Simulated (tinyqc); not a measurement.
# Gap and screening length from two transmissions

Question. At the source junction of a tunnel FET, T(w) = exp(-S), S = 2 pi lam sqrt(m/(C Eg)) [w + Eg/2 - sqrt(w (w + Eg))], C = hbar^2/(2 m0). Find Eg (between 0.1 and 3 eV) and lam.

Inputs (values chosen for the exercise): band-edge mass of the two-band model m = 0.068 m0.

Constants: q = 1.602176634e-19 C, hbar = 1.054571817e-34 J s, m0 = 9.1093837015e-31 kg, hbar^2/(2 m0) = 0.0380998212 eV nm^2. Results are converted to the units shown.

T(w) at w = 0.11 and 0.5 eV: [1.1440515e-5, 0.0016383085]

Answer. The ratio of the two exponents depends on Eg alone and falls steadily with it, which fixes Eg; either exponent then gives lam.

ratio of the two S = 1.77
Eg = 1.44 eV
lam = 3.90 nm

Numbers from tinyqc (`OMP_NUM_THREADS=1 python tinyqc.py 2620073 2620074 out.jsonl`; about 0.01 s on one thread of a shared Intel Xeon 2.30GHz).
